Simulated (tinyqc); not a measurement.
Convergence with the mesh: density of states of one tight-binding band on the simple cubic lattice.

E(k) = -2 t (c1 + c2 + c3) - 4 t2 (c1 c2 + c2 c3 + c3 c1) with ci = cos(2 pi ki); k in fractions of the reciprocal vectors, mesh k_i = j/N with j = 0 .. N-1. Densities are per cell and per spin, so the band holds one state.

Each cube of the mesh, corners numbered 0 to 7 as the binary number (i j l), is cut into six tetrahedra around the diagonal 0-7: 0137, 0157, 0237, 0267, 0457, 0467. For corner energies e1 <= e2 <= e3 <= e4 and eij = ei - ej, the share of the tetrahedron below E is n = (E - e1)^3/(e21 e31 e41) for e1 < E < e2; n = [e21^2 + 3 e21 x + 3 x^2 - (e31 + e42) x^3/(e32 e42)]/(e31 e41) with x = E - e2 for e2 < E < e3; n = 1 - (e4 - E)^3/(e41 e42 e43) for e3 < E < e4; its density of states is g = dn/dE.

Gaussian broadening: g(E) = mean over the mesh of exp(-(E - E_k)^2/(2 sigma^2))/(sigma sqrt(2 pi)), n(E) = mean of erfc((E_k - E)/(sigma sqrt 2))/2.

Parameters, chosen for this exercise: t = 1.64 eV (nearest hopping); t2 = 0.19 eV (second hopping); E = -6.28 eV (energy at which the density is wanted); sigma = 0.82 eV (Gaussian width).

At the energy E; the plain count is the share of mesh points below E; the reference is the linear method with N = 36.

Results:
```
N   points  g linear  n linear  g Gaussian  n Gaussian  n plain count
4       64    0.0241    0.0437      0.0205      0.0998         0.1094
6      216    0.0266    0.0695      0.0235      0.0918         0.0880
8      512    0.0274    0.0760      0.0328      0.0862         0.0645
12    1728    0.0276    0.0816      0.0277      0.0882         0.0851
16    4096    0.0274    0.0835      0.0279      0.0878         0.0833
20    8000    0.0275    0.0844      0.0279      0.0878         0.0924
```

reference n and g: 0.0854  0.0275

What does the comparison show?

The linear n(E) stays within 0.002 of the reference from N = 16 on. The Gaussian g stays within 1 % of its last value from N = 12 on; it tends to the broadened curve, not the true one. At the last mesh it lies 0.000 1/eV from the reference g and the linear g 0.000. The plain count errs by +0.0070 at the last mesh.

(tinyqc, `OMP_NUM_THREADS=1 python tinyqc.py 1651594 1651595 out.jsonl`, Intel(R) Xeon(R) Processor @ 2.30GHz, 1 thread, shared host, about 0.2 s.)
